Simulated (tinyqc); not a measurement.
# Bending a trimer

Model: Stillinger-Weber potential for a tetrahedral semiconductor. Computed by tinyqc, a small Python program. Command: `OMP_NUM_THREADS=1 python tinyqc.py 3002156 3002157 out.jsonl swsi sweep`. One thread of a shared host (Intel(R) Xeon(R) Processor @ 2.30GHz), about 0.05 s of CPU time with the checks.

With x = r/sigma: pair term eps A (B x^-4 - 1) exp(1/(x - a)); for each pair of neighbours j, k of atom i, three-body term eps lambda exp(gamma/(x_ij - a) + gamma/(x_ik - a)) (cos theta_jik + 1/3)^2; both vanish beyond x = a. A = 7.049556277, B = 0.6022245584, a = 1.8.

Inputs (values chosen for the exercise, modelled on silicon):

| quantity | value | unit |
|---|---|---|
| energy scale eps | 2.182 | eV |
| length scale sigma | 2.095 | angstrom |
| three-body strength lambda | 20 | - |
| gamma | 1.1 | - |
| bond 1 of the trimer | 2.3 | angstrom |
| bond 2 of the trimer | 2.64 | angstrom |

Method. Atom 1 binds atoms 2 and 3 at the angle theta; the third side follows from the cosine rule. Sum the three pair terms and the three-body terms centred on each atom.

One run for each value:

| angle of the trimer theta (degrees) | energy of the trimer (eV) | three-body term at atom 1 (eV) | distance 2-3 (angstrom) |
|---|---|---|---|
| 60 | -3.6544 | 8.2459e-01 | 2.4875 |
| 70 | -3.8089 | 5.4158e-01 | 2.8471 |
| 80 | -3.8129 | 3.0520e-01 | 3.1860 |
| 90 | -3.8753 | 1.3193e-01 | 3.5014 |
| 100 | -3.9740 | 3.0278e-02 | 3.7906 |
| 110 | -4.0042 | 8.9603e-05 | 4.0513 |
| 120 | -3.9713 | 3.2984e-02 | 4.2815 |
| 140 | -3.7820 | 2.2233e-01 | 4.6435 |
| 160 | -3.5677 | 4.3658e-01 | 4.8653 |
| 180 | -3.4766 | 5.2774e-01 | 4.9400 |

Over the rows, energy of the trimer (eV) goes from -3.65 through a minimum among these rows, -4.00 at 110, to -3.48; three-body term at atom 1 (eV) goes from 0.825 through a minimum among these rows, 8.96e-5 at 110, to 0.528. The term at atom 1 vanishes at the tetrahedral angle, 109.47 degrees. At the smallest angles a third bond forms between atoms 2 and 3.

Extremes, crossings and ranges named in words are read from the listed rows.
